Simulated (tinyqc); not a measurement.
Electron-beam lithography: double-Gaussian proximity function, edge placement and dose correction for parallel lines: one step, computed by the program tinyqc. Command: `OMP_NUM_THREADS=1 python tinyqc.py 3113884 3113885 out.jsonl proximity walk`. One thread of a shared host (Intel(R) Xeon(R) Processor @ 2.30GHz), about 0.01 s of CPU time with the checks.

Lines are infinitely long. Absorbed energy is counted so that the middle of a very large area written at dose 1 receives 1; the resist develops where it exceeds 1/2.

Problem. Interaction matrix. f(r) = [exp(-r^2/alpha^2)/alpha^2 + eta exp(-r^2/beta^2)/beta^2]/(pi (1 + eta)). A line from a to b at dose d gives E(x) = d [S(alpha) + eta S(beta)]/(1 + eta), S(s) = [erf((b - x)/s) - erf((a - x)/s)]/2. M_ij is the mean of E at the two edges of line i from line j at dose 1.

Inputs (values chosen for the exercise, of the order of those for 30 keV electrons in resist on silicon): forward range alpha = 0.022 micrometre; backscatter range beta = 4.9 micrometre; backscatter ratio eta = 0.61.

Lines (micrometre):

| line | left edge | right edge | centre |
|---|---|---|---|
| 1 | 0.000 | 6.600 | 3.3000 |
| 2 | 7.090 | 7.139 | 7.1145 |
| 3 | 7.269 | 7.321 | 7.2950 |
| 4 | 7.451 | 12.051 | 9.7510 |
| 5 | 14.851 | 14.884 | 14.8675 |

Give: M.

Solution.

M:
```
        1       2       3       4       5
1  0.4892  0.0012  0.0012  0.0683  0.0000
2  0.1595  0.3122  0.0023  0.1456  0.0001
3  0.1526  0.0021  0.3126  0.1505  0.0001
4  0.0843  0.0015  0.0016  0.4651  0.0006
5  0.0032  0.0002  0.0002  0.0727  0.3015
```
